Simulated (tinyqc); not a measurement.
Classical Heisenberg spin chain: exact results, Metropolis, heat-bath and over-relaxation steps, and a Monte Carlo run: one step, computed by the program tinyqc. Command: `OMP_NUM_THREADS=1 python tinyqc.py 3130447 3130448 out.jsonl heismc walk`. One thread of a shared host (Intel(R) Xeon(R) Processor @ 2.30GHz), about 0.2 s of CPU time with the checks.

E = -J sum_i s_i . s_(i+1) for unit vectors s_i on an open chain; K = J/(k_B T).

Question. Four single-spin steps. The given spins are first normalised. Spins 2 and 3 are updated in turn, with h = K (sum of the two neighbours). Trial spin with z = 2 r1 - 1 and azimuth 2 pi r2; it is accepted if r3 < min(1, exp(h . s_trial - h . s_old)).

Inputs (values chosen for the exercise, for a model chain of large moments): temperature T = 95.2 K.

Update: Metropolis.

four neighbouring spins (rows; components x, y, z):
```
[[0.0952, 0.9208, 0.3782],
 [0.1894, 0.2770, 0.9420],
 [0.1361, 0.3743, -0.9173],
 [-0.8263, 0.2476, -0.5058]]
```

random numbers, one row a step:
```
[[0.8373, 0.4331, 0.5220],
 [0.9081, 0.0807, 0.1646],
 [0.5366, 0.6270, 0.1993],
 [0.2512, 0.4849, 0.4953]]
```

K = 0.5851018

Give: the table «Steps» with the columns |h|, h . s before, h . s trial, acceptance, accepted, x, y, z.

Answer.

Steps:
```
spin    |h|  h . s before  h . s trial  acceptance  accepted        x        y        z
2     0.832       -0.0616      -0.0757       0.986       yes  -0.6739   0.3012   0.6746
3     0.940       -0.0899      -0.2727       0.833       yes   0.5051   0.2806   0.8162
2     1.052        0.4465      -0.6953       0.319       yes  -0.6963  -0.7140   0.0732
3     0.966       -0.7331       0.8728       1.000       yes  -0.8635   0.0822  -0.4976
```
